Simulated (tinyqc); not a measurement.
Dielectric confinement in a thin film (image charges): one step. Self-energy across the film.

A film |z| < t/2 of dielectric constant eps between half-spaces of dielectric constant e2; lam = (eps - e2)/(eps + e2), q = e^2/(4 pi eps0). The self-energy of a band edge is taken with the high-frequency value, e2 = eh, and the field of a fixed ion with the static one, e2 = eo. A charge at z has images lam^|n| at n t + (-1)^n z. Its self-energy is S(z) = (q/2 eps) sum over n >= 1 of lam^n [1/(n t - 2z) + 1/(n t + 2z)] for odd n and 2 lam^n/(n t) for even n; at the centre S(0) = -(q/(eps t)) ln(1 - lam).

Constants: e^2/(4 pi eps0) = 14.39964547 eV angstrom.

Parameters, chosen for this exercise (out of a larger set: near those of a Si (100) film, two-fold valleys, between layers of HfO2; not measured data): t = 80 angstrom (film thickness); eps = 11.5 (dielectric constant of the film); eh = 4 (high-frequency dielectric constant outside).

Question. S at 2z/t = 0, 0.2, 0.4, 0.6, 0.8 and 0.9, summed to n = 399.

Give: Self-energy.

Answer.

Self-energy:
```
2z/t  z (angstrom)  S (meV)
0.0            0.0    10.35
0.2            8.0    10.67
0.4           16.0    11.81
0.6           24.0    14.64
0.8           32.0    23.86
0.9           36.0    42.70
```

Towards the wall S diverges as (q lam/4 eps)/(distance), an artefact of the abrupt interface that the vanishing envelope makes harmless.

Run: tinyqc, `OMP_NUM_THREADS=1 python tinyqc.py 1281043 1281044 out.jsonl`; Intel(R) Xeon(R) Processor @ 2.30GHz, one thread, shared host; about 0.07 s of CPU time with all checks.
